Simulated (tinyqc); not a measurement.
# Trap density from the barrier height

Inverse problem. In a partly depleted grain with all boundary traps filled, 2 N W = Qt and VB = q N W^2/(2 eps0 eps_r). Find Qt, W and the doping at which VB would equal Vt.

Inputs (values chosen for the exercise):

| symbol | value | unit | meaning |
|---|---|---|---|
| T | 300 | K | temperature |
| eps_r | 11.7 |  | relative permittivity |

Constants: q = 1.602176634e-19 C, kB = 1.380649e-23 J/K, Vt = kB T/q, eps0 = 8.8541878128e-14 F/cm where lengths are in cm. Results are converted to the units shown.

doping = 9e17 cm^-3
barrier height = 0.19332402 V

Solution. Eliminating W gives VB = q Qt^2/(8 eps0 eps_r N), which falls as 1/N.

Qt = 3.000e12 cm^-2
W = 16.67 nm
doping for VB = Vt = 6.730e18 cm^-3

Program tinyqc, `OMP_NUM_THREADS=1 python tinyqc.py 2830256 2830257 out.jsonl`; Intel Xeon 2.30GHz, shared host, one thread, about 0.01 s.
